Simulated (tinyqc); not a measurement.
Capacitance measurement on a leaky thin oxide: effects of series resistance and leakage: one step of the calculation.

The device is a capacitance C in parallel with a leakage conductance G, in series with Rs and Ls. An impedance meter reports either a parallel pair (Cp, Gp) from Y = 1/Z = Gp + i w Cp or a series pair (Cs, Rm) from Z = Rm + 1/(i w Cs); w = 2 pi f, dissipation D = Gp/(w |Cp|).

Task. True capacitance and conductance. EOT = 3.9 tox/eox; CET = EOT + zc + zp; C = 3.9 eps0 A/CET; G = Jg A/Vs.

Parameters, values chosen for the exercise; values of the order met in thin-oxide MOS capacitors: relative permittivity of the gate insulator (close to silicon dioxide) eox = 3.9; insulator thickness tox = 3 nm; gate area A = 400 um^2; oxide-equivalent thickness added by the accumulation layer zc = 0.38 nm; oxide-equivalent thickness added by gate depletion zp = 0 nm; gate leakage current density, not matched to the thickness Jg = 0.034 A/cm^2; voltage for an e-fold rise of the leakage Vs = 0.28 V.

Constants: eps0 = 8.8541878128e-14 F/cm where lengths are in cm. Results are converted to the units shown.

Wanted: EOT; CET; C; G.

Result.

EOT = 3.0000 nm
CET = 3.3800 nm
C = 4.0865 pF
G = 0.48571 uS

tinyqc, about 0.01 s, one thread, Intel Xeon 2.30GHz (shared host): `OMP_NUM_THREADS=1 python tinyqc.py 2022048 2022049 out.jsonl`
